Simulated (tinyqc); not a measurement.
Inside a calculation: overlap of hydrogenic dopants: pairs, impurity band and the Mott density. Values are carried at full precision from step to step, so a last printed digit may differ when a step is redone from the rounded ones.

Ry* = Ry m/eps^2, aB = a0 eps/m. For 1s orbitals a distance rho = R/aB apart, in Ry*: overlap S = exp(-rho)(1 + rho + rho^2/3), J = (2/rho)(1 - (1 + rho) exp(-2 rho)) (attraction to the other ion), Kx = 2 (1 + rho) exp(-rho) (exchange of one electron). One electron on a pair has E = -1 - (J +/- Kx)/(1 +/- S), without the repulsion 2/rho of the ions. Hopping after orthogonalisation: t = (Kx - S J)/(1 - S^2), half the splitting. Dopants on a lattice with z neighbours, n = (3 sqrt3/4)/R^3 (bcc), give a band of width B = 2 z t, as on any lattice of two interpenetrating sublattices. Valleys, central cells and disorder are left out.

Constants: Ry = 13.60569312 eV; a0 (Bohr radius) = 0.5291772105 angstrom; hbar = 6.58211957e-16 eV s.

Inputs chosen for the exercise (an isotropic mass and dielectric constant of the size used for donors in Si; shifted at random, so the results belong to these values and not to a real crystal):
- m = 0.303 m0 (mass)
- eps = 12 (dielectric constant)
- N = 0.011 1/aB^3 (dopant density)
- rho = 3.8 aB (distance of a pair)
- u = 0.945 Ry* (cost of a second electron on one dopant)
- z = 8 (neighbours in the dopant lattice)

## Scales

Form Ry*, aB, and the density N in 1/cm^3 (1/angstrom^3 = 1e24/cm^3).

Ry* = 28.629 meV
aB = 20.958 angstrom
density = 1.195e+18 1/cm^3

## A pair with one electron

Form S, J, Kx, the two levels, t, and the total energy of the lower state with the repulsion, relative to a distant pair (-1).

S, J, Kx: [0.21506, 0.52505, 0.21476]

levels (Ry*): even -1.60887, odd -1.39531

t = 0.10678 Ry*
energy of the pair against a distant one (negative: bound) = -0.08255 Ry*

In this host the pair is 8.0 nm long and its splitting 2t is 6.11 meV.

## The pair with two electrons (two-site Hubbard model)

t is the hopping between the two dopants. Singlet at (u - sqrt(u^2 + 16 t^2))/2 below the triplet at 0; estimate 4 t^2/u; weight of double occupancy (1 - u/sqrt(u^2 + 16 t^2))/2; swap time pi hbar/Jx with Jx the splitting in eV. t and u are in units of Ry*.

singlet-triplet splitting (meV): exact 1.318, 4 t^2/u 1.382

double occupancy = 0.0444
swap time = 1.57 ps

The estimate is 4.9 % too high at 4t/u = 0.45.

## The impurity band at this density

Form R/aB, t, B = 2 z t and N^(1/3) aB. Two estimates of the gap between the Hubbard bands: u - B (rigid bands, closing at B = u) and the Hubbard-III rule, which closes at B = (2/sqrt3) u; give B/u.

R/aB = 4.9062
t = 0.04590 Ry*

B: in Ry* 0.734, in meV 21.023

N^(1/3) aB = 0.2224
B/u = 0.777

Both rules leave a gap: an insulator at T = 0. Mott's screening rule, N^(1/3) aB = 0.26, puts this density on the insulating side.

## Checks

- Overlap S against numerical integration in elliptic coordinates: both 0.21506.

tinyqc: `OMP_NUM_THREADS=1 python tinyqc.py 1482178 1482179 out.jsonl`; about 0.01 s, one thread, shared Intel(R) Xeon(R) Processor @ 2.30GHz.
